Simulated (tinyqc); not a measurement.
Worked calculation: tight binding, dimerised chain. One step of it, computed by the program tinyqc.

Question. Open chain of 4 cells. The same hoppings without the wrap-around bond.

H of the open chain (eV), lower triangle:
```
           1          2          3          4          5          6          7         8
1   0.000000
2  -0.990000   0.000000
3   0.000000  -1.580000   0.000000
4   0.000000   0.000000  -0.990000   0.000000
5   0.000000   0.000000   0.000000  -1.580000   0.000000
6   0.000000   0.000000   0.000000   0.000000  -0.990000   0.000000
7   0.000000   0.000000   0.000000   0.000000   0.000000  -1.580000   0.000000
8   0.000000   0.000000   0.000000   0.000000   0.000000   0.000000  -0.990000  0.000000
```

Give: levels; weights of the highest filled level on the sites.

Answer.

levels (eV): -2.4154  -1.9706  -1.2914  -0.1563  0.1563  1.2914  1.9706  2.4154

weights of the highest filled level on the sites: 0.3290  0.0082  0.1228  0.0399  0.0399  0.1228  0.0082  0.3290

The bulk gap runs from -0.5900 to 0.5900 eV; 2 level(s) of this chain lie inside it: end states, which need the weaker bond inside the cell and a chain longer than their decay length.
